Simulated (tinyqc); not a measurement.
# Worked calculation: surface potential of a MOS transistor: implicit equation and explicit approximations

Program tinyqc, `OMP_NUM_THREADS=1 python tinyqc.py 2122108 2122109 out.jsonl`; Intel Xeon 2.30GHz, shared host, one thread, about 0.01 s. Printed values are rounded.

p-type body, charge-sheet picture, depletion and inversion only, full ionisation (an idealisation for deep acceptors), Boltzmann statistics (rough once Na exp(x - xn) passes about Nc/7). In units of Vt: xg = (Vg - Vfb)/Vt, x = psi/Vt, G = gamma/sqrt(Vt), xn = (2 phiF + Vc)/Vt. The implicit equation is (xg - x)^2 = G^2 [x - 1 + exp(x - xn)] for x above about 3. Cox = eps0 eox/tox.

Values chosen for this exercise; band and dielectric values close to those of silicon: temperature T = 300 K; band gap Eg = 1.12 eV; relative permittivity eps_r = 11.5; conduction-band density of states at T Nc = 2.76e19 cm^-3; valence-band density of states at T Nv = 2.64e19 cm^-3; relative permittivity of the gate insulator (close to silicon dioxide) eox = 3.9; insulator thickness tox = 6.3 nm; acceptor density Na = 5.4e16 cm^-3; flat-band voltage Vfb = -0.98 V; channel-body voltage Vc = 0 V; gate-body voltage Vg = 0.13 V.

Constants: q = 1.602176634e-19 C, kB = 1.380649e-23 J/K, Vt = kB T/q, eps0 = 8.8541878128e-14 F/cm where lengths are in cm. Results are converted to the units shown.

## Scales

ni = sqrt(Nc Nv) exp(-Eg/(2 Vt)), Eg in volts; phiF = Vt ln(Na/ni); gamma = sqrt(2 q eps0 eps_r Na)/Cox; VT = Vfb + Vt (xn + G sqrt(xn - 1)).

phiF = 0.399346 V
gamma = 0.242168 V^0.5
G = 1.50616
xn = 30.8948
VT = 0.0315863 V
xg = 42.9367

## Explicit approximation

Depletion value a = 1 + [sqrt(G^2/4 + xg - 1) - G/2]^2; inversion value b = xn + ln[(xg - xn)^2/G^2 - xn + 1] and first guess y = min(a, b) - ln(1 + exp(-|a - b|)) if a > xn + 1, else b = y = a; one second-order correction with D = exp(y - xn), p = 2 (xg - y) + G^2 (1 + D), w = (xg - y)^2 - G^2 (y - 1 + D): z = y + 2 w/(p + sqrt(p^2 - 2 (2 - G^2 D) w)), or the Newton step z = y + w/p where the root is not real.

a = 34.2516
b = 34.4220
y = 33.6400
p = 56.1772
w = -22.9305
z = 33.1649

The root of the implicit equation is x = 33.1777; y misses it by 0.46 and z by -0.013, in units of Vt.

## Starting value

x = y rounded to two decimals.

x at the start = 33.64

## Iteration 1: new x

D = exp(x - xn), f = (xg - x)^2 - G^2 (x - 1 + D), f' = -2 (xg - x) - G^2 (1 + D), x(new) = x - f/f'.

D = 15.5675
f = -22.9304
f' = -56.1771
x after iteration 1 = 33.2318

## Iteration 2: new x

As before.

D = 10.3502
f = -2.41279
f' = -45.1579
x after iteration 2 = 33.1784

## Iteration 3: new x

As before.

D = 9.81171
f = -0.0300706
f' = -44.0432
x after iteration 3 = 33.1777

## Course of the iteration

Stop when the step is below 1e-11, or after 60 iterations.

Course of the iteration:
```
iteration  x before the step      step
1                      33.64    -0.408
2                    33.2318   -0.0534
3                    33.1784  -6.83e-4
4                    33.1777  -1.07e-7
5                    33.1777         0
```

Converged in 5 iterations.

## Potential, charges and gate control

converged x = 33.1777

psi = Vt x; N_dep = Cox Vt G sqrt(x - 1)/q; N_inv = (Cox Vt G/q) [sqrt(x - 1 + exp(x - xn)) - sqrt(x - 1)]; dpsi/dVg = 1/[1 + G^2 (1 + exp(x - xn))/(2 (xg - x))].

psi = 0.857710 V
N_dep = 7.55622e11 cm^-2
N_inv = 1.0748e11 cm^-2
dpsi/dVg = 0.443296

psi lies 2.3 Vt above 2 phiF + Vc.
